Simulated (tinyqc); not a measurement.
Worked calculation: temperature and isotope dependence of a band gap in oscillator models. Values are carried at full precision from step to step, so a last printed digit may differ when a step is redone from the rounded ones.

E(T) = E0 - sum_i sl_i th_i n_i(T), n = 1/(exp(th/T) - 1). The same coupling lowers the gap at 0 K by the zero-point term ZP = sum_i sl_i th_i/2, so the gap of the static lattice is E0 + ZP. Thermal expansion is taken as part of the slopes.

Values chosen for the exercise (near those of GaN; shifted at random, so the results belong to these values and not to a real crystal):

| symbol | value | unit | meaning |
|---|---|---|---|
| E0 | 3.502 | eV | gap at 0 K |
| th | (233, 763) | K | temperatures of two oscillators |
| sl | (0.0983, 0.4797) | meV/K | their high-temperature slopes |
| T | 200 | K | temperature |
| M | 41.83 | u | mean atomic mass |
| dM | -1.4 | u | change of the mean mass (not bounded by the natural isotopes) |
| T12 | (420, 750) | K | temperatures of the fits |

## The gap at T

Give the occupations, the two terms, the gap, ZP and the static gap.

n_i: 0.45333  0.02253

terms (meV): 10.383  8.248

E(T) = 3.4834 eV
ZP = 194.46 meV
static gap = 3.6965 eV

The thermal fall, 18.6 meV, is smaller than the zero-point term, 194.5 meV; the soft oscillator supplies 56 % of the fall but 6 % of ZP. A calculation with clamped ions should be compared with the static gap.

## Slope and asymptote

dE/dT = -sum sl_i (th_i/T)^2 n_i (1 + n_i). At high T, n -> T/th - 1/2, so E -> E0 + ZP - (sum sl_i) T. Give the slope, its ratio to the limit, and the value at 0 K of the tangent drawn at T.

dE/dT = -0.2488 meV/K
ratio to the limiting slope = 0.4304
intercept of the tangent = 3.5331 eV
intercept - E0 = 31.12 meV

The tangent recovers 16 % of ZP: the extrapolation works only from T well above the higher oscillator (763 K).

## Isotope effect

With M -> M + dM the oscillator temperatures scale as M^(-1/2) and the slopes stay. Give th, ZP, E0 (static gap fixed) and E(T) for the new mass, and the linear rule dE0 = ZP dM/(2 M).

th (K): 237.00  776.10

ZP = 197.796 meV
shift of E0 = -3.338 meV
linear rule = -3.254 meV
shift of E(T) = -2.814 meV

The lighter crystal has the narrower gap. At 200 K 84 % of the shift at 0 K is left; it fades at high T, where the motion is classical and the mean-square amplitude no longer depends on mass.

## Two common fits

Two-parameter forms are made to pass through the falls at the two temperatures T12: Varshni aV T^2/(T + bV), from the line T^2/fall = (T + bV)/aV; one oscillator s1 t1/(exp(t1/T) - 1), with t1 from the ratio of the falls.

Give the falls and the parameters.

falls (meV): 101.9394  270.1417

aV = 0.9380 meV/K
bV = 1203 K
t1 = 632.7 K
s1 = 0.5656 meV/K
ZP of the one-oscillator fit = 178.9 meV

The limiting slope of the model is 0.5780 meV/K; Varshni puts it +62 % off and one oscillator -2 %. The ZP of the fit differs from the true one by -15.5 meV.

## Checks

- Slope by finite differences against the formula (meV/K): both 0.24877.
- Fall at 20 times the higher oscillator temperature against the asymptote (meV): 8627.4 against 8625.8.

Run: tinyqc, `OMP_NUM_THREADS=1 python tinyqc.py 1850471 1850472 out.jsonl`; Intel(R) Xeon(R) Processor @ 2.30GHz, one thread, shared host; about 0.01 s of CPU time with all checks.
